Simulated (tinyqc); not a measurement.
# Implant damage, amorphisation by cascade overlap, and solid-phase epitaxial regrowth, step by step

A worked calculation. Computed by tinyqc, a small Python program that keeps every step. Command: `OMP_NUM_THREADS=1 python tinyqc.py 3110257 3110258 out.jsonl sper walk`. One thread of a shared host (Intel(R) Xeon(R) Processor @ 2.30GHz), about 0.01 s of CPU time with the checks. Intermediate numbers are printed to about 6 digits and carried at full precision; extremes and crossings named in words are read from the listed rows.

Range and width of the damage are inputs. Dynamic annealing enters only through the surviving share f.

Inputs (values chosen for the exercise, modelled on indium ions in germanium):
```
quantity                            value    unit
atomic density N                     44.2  1/nm^3
ion Z1                                 49       -
ion mass M1                         114.8       u
target Z2                              32       -
target mass M2                      72.63       u
ion energy E                           87     keV
displacement energy E_d                14      eV
depth of the damage peak R_d           28      nm
width of the damage profile s_d        14      nm
share of defects that survive f         1       -
critical displaced share x_c         0.13       -
dose Q                            4.3e+15  1/cm^2
overlaps needed n                       1       -
area amorphised by one track A_i      1.4    nm^2
regrowth prefactor v0               3e+16    nm/s
regrowth energy E_a                  2.16      eV
anneal temperature                    501       C
rate relative to (100)                  1       -
peak enhancement by the dopant        5.1       -
ramp rate                               1     K/s
```

Constants: a_0 = 0.529177210903 angstrom; e^2/(4 pi eps_0) = 14.39964548 eV angstrom; k_B = 8.617333262e-05 eV/K.

## Damage energy and displacements per ion

Robinson partition: eps = E a M2/(Z1 Z2 (e^2/(4 pi eps_0)) (M1 + M2)), a = 0.8853 a_0/sqrt(Z1^(2/3) + Z2^(2/3)); k = 0.0793 Z1^(2/3) Z2^(1/2) (M1 + M2)^(3/2)/((Z1^(2/3) + Z2^(2/3))^(3/4) M1^(3/2) M2^(1/2)); damage energy T_d = E/(1 + k (eps + 0.40244 eps^(3/4) + 3.4008 eps^(1/6))); displacements nu = 0.8 T_d/(2 E_d).

reduced energy eps = 0.144389

k = 0.137896

damage energy T_d = 63.3844 keV

T_d/E = 0.728557

displacements per ion nu = 1810.98

27 % of the energy goes to electrons.

## The amorphous layer

Displaced share x(z) = f nu Q exp(-(z - R_d)^2/(2 s_d^2))/(sqrt(2 pi) s_d N); the layer is amorphous where x > x_c, between R_d -/+ s_d sqrt(2 ln(x_max/x_c)), the upper edge being cut at the surface. Threshold dose Q_c = Q x_c/x_max.

peak displaced share x_max = 50.2045

threshold dose Q_c = 1.11345e+13 1/cm^2

upper edge = 0 nm

lower edge = 76.3206 nm

The layer reaches the surface. Caution: x above 1 counts atoms displaced more than once.

## Damage left below the interface

Displaced atoms per area beyond the lower edge z2: f nu Q (1/2) erfc((z2 - R_d)/(sqrt2 s_d)); they are not removed by regrowth.

share of the damage beyond z2 = 2.78770e-04

displaced atoms beyond z2 = 2.17085e+15 1/cm^2

## Layer against dose

The formulas are those given above.

Dose series; the last column is f nu Q erfc((z2 - R_d)/(sqrt2 s_d))/2:
```
Q (1/cm^2)    x_max  upper edge (nm)  lower edge (nm)  displaced atoms beyond z2 (1/cm^2)
1.22e+13    0.14244          22.0146          33.9854                         7.39036e+15
1.67e+13    0.19498          15.3943          40.6057                         5.56335e+15
2.78e+13    0.32458           9.0612          46.9388                         4.43365e+15
4.45e+13    0.51956           4.6956          51.3044                         3.86797e+15
7.79e+13    0.90952           0.3850          55.6150                         3.42478e+15
1.34e+14    1.56451           0.0000          59.2284                         3.11923e+15
2.78e+14    3.24578           0.0000          63.5146                         2.81641e+15
5.57e+14    6.50324           0.0000          67.1626                         2.59882e+15
```

A dose 46 times larger moves the lower edge from 34.0 to 67.2 nm, as the root of a logarithm, and the damage beyond it falls by a factor 2.8, since the edge lies on an ever steeper tail. The layer reaches the surface at Q_c exp(R_d^2/(2 s_d^2)) = 8.23e13 per cm^2.

## Overlap model

Gibbons model: a point turns amorphous after n + 1 hits; with y = A_i Q the amorphous share is 1 - exp(-y) sum_(k=0..n) y^k/k!. Doses are set by y.

Amorphous share:
```
y     Q (1/cm^2)  direct impact (n = 0)   given n
0.1  7.14286e+12               0.095163  0.004679
0.3  2.14286e+13               0.259182  0.036936
0.6  4.28571e+13               0.451188  0.121901
1.0  7.14286e+13               0.632121  0.264241
2.0  1.42857e+14               0.864665  0.593994
3.0  2.14286e+14               0.950213  0.800852
5.0  3.57143e+14               0.993262  0.959572
8.0  5.71429e+14               0.999665  0.996981
```

At small y the share grows as y^2; between the first rows the exponent is 1.88.

## Isothermal regrowth

v = v0 x orientation factor x exp(-E_a/(k_B T)) x [1 + (enhancement - 1) exp(-(z - R_d)^2/(2 s_d^2))], T = anneal temperature + 273.15 K; the dopant is taken to follow the damage profile; the lower front moves from the lower edge z2 to the surface, or to the middle (z1 + z2)/2 of a buried layer with upper edge z1; time = int dz/v; the equivalent undoped distance is that time times the undoped velocity.

undoped velocity = 260.225 nm/s

distance to regrow = 76.3206 nm

time without enhancement = 0.293287 s

equivalent undoped distance = 36.4566 nm

time with enhancement = 0.140096 s

The rate doubles for each 17 K or so near this temperature.

## Regrowth during a ramp

On a linear ramp from 200 C regrowth ends at the T_f where int v_undoped dT/(ramp rate) equals the equivalent undoped distance.

temperature at which regrowth ends = 400.844 C

Checks made by the program: tail against quadrature of x(z) N (relative difference below 1e-10).
